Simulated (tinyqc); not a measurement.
Coverage along the feature as the dose grows: atomic layer deposition: Langmuir saturation, growth per cycle and coating of deep features. Computed by tinyqc, a small Python program. Command: `OMP_NUM_THREADS=1 python tinyqc.py 3008664 3008665 out.jsonl ald walk`. One thread of a shared host (Intel(R) Xeon(R) Processor @ 2.30GHz), about 0.02 s of CPU time with the checks.

Precursor A sticks only on free sites, so a long enough pulse saturates; co-reactant B then frees the sites again.

Inputs (values chosen for the exercise, modelled on silicon dioxide from an aminosilane and ozone):
```
quantity                                  value    unit
precursor mass M                            174       u
site density q                              2.6  1/nm^2
sticking probability beta on free sites  0.0085       -
precursor pressure p                       0.99      Pa
temperature T                               225       C
pulse time t                               0.21       s
desorption energy E_d                      1.85      eV
aspect ratio a                               48       -
```

Feature: round hole.

Constants: u = 1.6605390666e-27 kg; k_B = 1.380649e-23 J/K; k_B = 8.617333262e-05 eV/K.

Method:
- Wall flux F = p/sqrt(2 pi M k_B T); rate of filling k_a = beta F/q; desorption k_d = 1e13 exp(-E_d/(k_B T)) per second. 1/m^2 = 1e-18/nm^2.
- Temperatures in kelvin are T(C) + 273.15.
- Diffusion-limited filling (Gordon) of a round hole of diameter w: a saturation front at depth z needs dz/dt = D_K n/(z (4q/w)), with Knudsen D_K = w c/3 and F = n c/4; including the entrance and floor terms, t = (q/F)(1 + 19a/4 + 3a^2/2). Reaction-limited filling needs ln(100)/k_a at any depth, k_a = beta F/q. Flow is molecular. The front picture holds when the modulus a sqrt(beta) is well above 1.
- Depth reached by the given pulse: solve the same formula for a. Exposure = p x diffusion-limited time; 1 langmuir = 1.33322e-4 Pa s.
- Continuum model with steady gas transport: d2n/dz2 = 3 beta (1 - th) n/d_h^2 (d_h the hydraulic diameter, n = 1 at the mouth, no flux at the floor, 60 cells), d th/dt = beta F n (1 - th)/q; no desorption. Times are multiples of the larger of the Gordon time and ln(100)/k_a.

diffusion-limited time = 1.08140 s

time to 99 % without desorption, ln(100)/k_a = 0.158992 s

flux F = 8859.81 1/(nm^2 s)

modulus = 4.42538

Coverage:
```
multiple   t (s)  top cell  quarter depth  half depth  three quarters  floor cell
0.05      0.0541     0.774          0.248       0.043           0.007       0.002
0.10      0.1081     0.950          0.497       0.106           0.017       0.005
0.20      0.2163     0.998          0.841       0.294           0.054       0.016
0.40      0.4326     1.000          0.994       0.750           0.224       0.074
0.60      0.6488     1.000          1.000       0.962           0.534       0.225
0.80      0.8651     1.000          1.000       0.997           0.842       0.530
1.00      1.0814     1.000          1.000       1.000           0.987       0.926
1.30      1.4058     1.000          1.000       1.000           1.000       1.000
```

What does the comparison show, and why?

At a multiple of 0.2 the coverage is 1.00 at the top and 0.02 at the floor. The coverage falls gradually with depth, without a sharp front. In the last row the floor reaches 1.000.
